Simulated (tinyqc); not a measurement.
Tunnelling through a gate dielectric with the two-band (Franz) dispersion, WKB transmission and Tsu-Esaki current: current against voltage.

Electrons leave the emitter at x = 0. Energies E (motion across the layers) are in eV from the emitter Fermi level; the collector Fermi level lies at -V and offers states at every E. No charge in the dielectric and no image force: F1 = V/t1, U = phi1 - F1 x. With C = hbar^2/(2 m0), kappa = sqrt(m u (1 - u/Egx)/C), u = U - E where U > E and 0 elsewhere; T(E) = exp(-S), S = 2 times the integral of kappa over x.

Each layer adds (2/F) sqrt(m/C) [G(u at its left edge) - G(u at its right edge)] to S, with u = U - E (0 where negative) and G(u) = Egx^1.5 (th - sin(4 th)/4)/4, th = arcsin sqrt(u/Egx). J = J0 times the integral of T(E) N(E) dE, N = ln[(1 + exp(-E/Vt))/(1 + exp((-E - V)/Vt))], J0 = q^2 me m0 kB T/(2 pi^2 hbar^3) (times 1e-4 for A/cm^2 per eV), from E = -Ef to far above the barrier (T = 1 there), by quadrature converged to the digits shown.

Parameters, values chosen for the exercise; dielectric values close to those of aluminium oxide: temperature T = 400 K; Fermi energy of the emitter above its band bottom Ef = 0.29 eV; emitter mass in the supply function me = 1 m0; barrier of layer 1 above the emitter Fermi level at zero bias phi1 = 2.63 eV; tunnelling mass of layer 1 m1 = 0.42 m0; thickness of layer 1 t1 = 4.2 nm; gap parameter of the two-band dispersion, set freely Egx = 7.2 eV.

Constants: q = 1.602176634e-19 C, kB = 1.380649e-23 J/K, hbar = 1.054571817e-34 J s, m0 = 9.1093837015e-31 kg, Vt = kB T/q, hbar^2/(2 m0) = 0.0380998212 eV nm^2. Results are converted to the units shown.

Current against voltage:

| V (V) | S at E = 0 | T(E = 0) | J (A/cm^2) | mean E of the current (eV) |
|---|---|---|---|---|
| 0.2 | 35.72 | 3.065e-16 | 1.164e-7 | -0.1571 |
| 0.9 | 34.26 | 1.325e-15 | 4.658e-7 | -0.1565 |
| 1.6 | 32.10 | 1.142e-14 | 3.186e-6 | -0.1437 |
| 2.3 | 28.90 | 2.812e-13 | 5.706e-5 | -0.1208 |
| 3 | 23.32 | 7.488e-11 | 0.01010 | -0.08101 |
| 3.7 | 18.90 | 6.167e-9 | 1.029 | -0.1047 |
| 4.4 | 15.90 | 1.248e-7 | 24.82 | -0.1199 |
| 5.1 | 13.71 | 1.106e-6 | 253.4 | -0.1303 |
| 5.8 | 12.06 | 5.789e-6 | 1489 | -0.1380 |

What does the table show?

J rises from 1.16e-7 to 1490 A/cm^2, by 0.860 decades a volt between the first two rows and 1.10 between the last two. From V = 3 V on (among the rows) a band edge falls below the emitter Fermi level, so electrons at E = 0 no longer cross the full thickness. In 3 of the 9 rows the field exceeds 10 MV/cm (up to 13.8), more than most dielectrics sustain; the model ignores breakdown.

Computed by the program tinyqc: `OMP_NUM_THREADS=1 python tinyqc.py 2540165 2540166 out.jsonl`, one thread of a shared Intel Xeon 2.30GHz, about 0.03 s for the whole run.
